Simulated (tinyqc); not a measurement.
Configuration-coordinate model of a defect: Huang-Rhys factor and luminescence line shape: one step, computed by the program tinyqc. Command: `OMP_NUM_THREADS=1 python tinyqc.py 3011986 3011987 out.jsonl ccline walk`. One thread of a shared host (Intel(R) Xeon(R) Processor @ 2.30GHz), about 0.01 s of CPU time with the checks.

Ground state E_g(Q) = (1/2) omega_g^2 Q^2; excited state E_e(Q) = E_0 + (1/2) omega_e^2 (Q - dQ)^2 with omega_e = omega_g and E_0 = E_ZPL. Q is mass-weighted; the dipole does not depend on Q (Condon approximation).

Question. Crossing, radiative lifetime and thermal quenching. The curves cross at the root Q_c nearest dQ; the barrier is (1/2) omega_e^2 (Q_c - dQ)^2, with (1/2) omega^2 = (hbar omega)^2/(2 hbar^2/u). k_r = n_r omega^3 mu^2/(3 pi eps_0 hbar c^3) at the vertical emission energy, without local-field correction; k_nr = nu_0 exp(-barrier/k_B T) (Mott-Seitz); yield = k_r/(k_r + k_nr); T_1/2 = barrier/(k_B ln(nu_0/k_r)).

Inputs (values chosen for the exercise, for a model defect in a wide-gap host):
```
quantity                          value              unit
zero-phonon energy E_ZPL           4.18                eV
displacement dQ                    1.01  u^(1/2) angstrom
ground-state phonon hbar omega_g   37.6               meV
temperature T                       400                 K
refractive index n_r               1.92                 -
transition dipole mu                0.4        e angstrom
quenching prefactor nu_0          9e+11               1/s
```

Modes: equal frequencies in both states.

vertical emission energy = 4.007497 eV

Constants: hbar^2/u = 4.18015928e-03 eV angstrom^2; hbar = 6.582119569e-16 eV s; e = 1.602176634e-19 C; eps_0 = 8.8541878128e-12 F/m; hbar = 1.054571817e-34 J s; c = 299792458 m/s; k_B = 8.617333262e-05 eV/K.

Give: Q_c; classical barrier; radiative lifetime; luminescence yield; quenching temperature T_1/2.

Answer.

Q_c = 12.742 u^(1/2) angstrom

classical barrier = 23.275 eV

radiative lifetime = 13.323 ns

luminescence yield = 1

quenching temperature T_1/2 = 28758 K

The barrier is so high that this route does not halve the yield below 1000 K. Caution: the curves cross far outside the range of the harmonic model, so the barrier and T_1/2 have no quantitative meaning.
